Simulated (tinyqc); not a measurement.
Electron continuity equation in a given potential, Scharfetter-Gummel discretisation: one step of the calculation.

Steady state in one dimension: J = q mu n E + q D dn/dx with E = -dpsi/dx and D = mu Vt, dJ/dx = 0, fixed densities nL and nR at the ends. The potential is given, psi = U (x/L)^2, and is not changed by the electrons.

Task. Tridiagonal system for the inner nodes. Row i (1 to 11): B(-d_(i-1)) n_(i-1) + b_i n_i + B(d_i) n_(i+1) = f_i with b_i = -B(-d_i) - B(d_(i-1)) and f_i = 0; the known end values are moved to the right: f_1 loses B(-d_0) nL and f_11 loses B(d_11) nR. h = L/12, D = mu Vt.

Values chosen for this exercise; mobility close to that of silicon at room temperature: temperature T = 450 K; electron mobility mu = 1360 cm^2/(V s); length of the region L = 7 um; density at x = 0 nL = 3.5e12 cm^-3; density at x = L nR = 6.3e13 cm^-3.

Constants: q = 1.602176634e-19 C, kB = 1.380649e-23 J/K, Vt = kB T/q. Results are converted to the units shown.

```
interval      B(d_i)    B(-d_i)
0         0.98308368  1.0171093
1         0.94982977  1.0519065
2         0.91734681  1.0874748
3         0.88563340  1.1238126
4         0.85468740  1.1609177
5         0.82450596  1.1987875
6         0.79508557  1.2374183
7         0.76642203  1.2768059
8         0.73851046  1.3169455
9         0.71134535  1.3578316
10        0.68492055  1.3994580
11        0.65922929  1.4418179
```

Give: diagonal b; right side f.

Result.

```
node  diagonal b  right side f (cm^-3)
1        -2.0350            -3.5599e12
2        -2.0373                     0
3        -2.0412                     0
4        -2.0466                     0
5        -2.0535                     0
6        -2.0619                     0
7        -2.0719                     0
8        -2.0834                     0
9        -2.0963                     0
10       -2.1108                     0
11       -2.1267            -4.1531e13
```

Program tinyqc, `OMP_NUM_THREADS=1 python tinyqc.py 2220006 2220007 out.jsonl`; Intel Xeon 2.30GHz, shared host, one thread, about 0.01 s.
